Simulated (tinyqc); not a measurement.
# Changing the wafer radius R

Model: electroplating on a thin resistive seed layer: kinetics, Wagner number and the terminal effect across a wafer. Computed by tinyqc, a small Python program. Command: `OMP_NUM_THREADS=1 python tinyqc.py 3120555 3120556 out.jsonl terminal sweep`. One thread of a shared host (Intel(R) Xeon(R) Processor @ 2.30GHz), about 0.04 s of CPU time with the checks.

Current enters the seed at the rim. The bath is treated as a local resistance per area (no lateral flow in the liquid), two electrons per ion, molar volume 7.11 cm^3/mol, Faraday constant F = e N_A, kinematic viscosity 0.01 cm^2/s, omega = 2 pi x rpm/60; k_B T/e is in volts.

Inputs (values chosen for the exercise, of the order of those for copper plating from an acid sulfate bath):
```
quantity,value,unit
seed thickness t,35,nm
seed resistivity,24,microohm cm
bath conductivity kappa,0.057,S/cm
gap to the anode h,5.5,cm
extra resistance of a porous plate,170,ohm cm^2
exchange current density i_0,0.023,mA/cm^2
cathodic transfer coefficient alpha,0.73,-
mean current density,2.4,mA/cm^2
diffusivity of the metal ion,6.5e-06,cm^2/s
metal ion concentration,0.72,mol/L
rotation rate,60,rpm
temperature T,298,K
```

Constants: e = 1.602176634e-19 C; N_A = 6.02214076e+23 1/mol; k_B = 8.617333262e-05 eV/K.

Method:
- Growth rate = i V_m/(2 F). Levich limit i_L = 0.62 x 2 F D^(2/3) omega^(1/2) nu^(-1/6) c. Tafel overpotential eta = (k_B T/(alpha e)) ln(i/i_0); kinetic resistance k_B T/(alpha e i); bath resistance h/kappa + plate; R_s = resistivity/t; Wagner number = kinetic resistance x kappa/R.
- Linearised: with R_t = kinetic + bath resistance the current density obeys (1/r)(r i')' = i R_s/R_t, so i = A I_0(r/l), l = sqrt(R_t/R_s); with x = R/l, edge/centre = I_0(x) and edge/mean = x I_0(x)/(2 I_1(x)).
- Voltage drop in the seed for a uniform current: i R_s R^2/4.
- Full model: seed potential phi(r) with (1/r)(r phi')' = R_s i, where i solves phi = R_b i + (k_B T/(alpha e)) ln(i/i_0) (phi being the driving voltage left at r); phi'(0) = 0 and phi'(R) = R_s i_mean R/2. Solved by collocation to a tolerance of 1e-7.

One run for each value:
```
wafer radius R (cm),"edge over centre, full model","edge over centre, linear",drop for uniform current (mV)
2.5,1.038,1.038,26
5.0,1.158,1.158,103
7.5,1.373,1.374,231
10.0,1.708,1.709,411
15.0,2.904,2.921,926
22.5,7.192,7.465,2083
```

What does the table show?

Over the rows, edge over centre, full model rises from 1.04 to 7.19 (exponent d ln y / d ln x 0.16 between the first rows and 2.2 between the last); edge over centre, linear rises from 1.04 to 7.46 (exponent d ln y / d ln x 0.16 between the first rows and 2.3 between the last); drop for uniform current (mV) rises from 25.7 to 2080 (exponent d ln y / d ln x about 2.0 throughout).
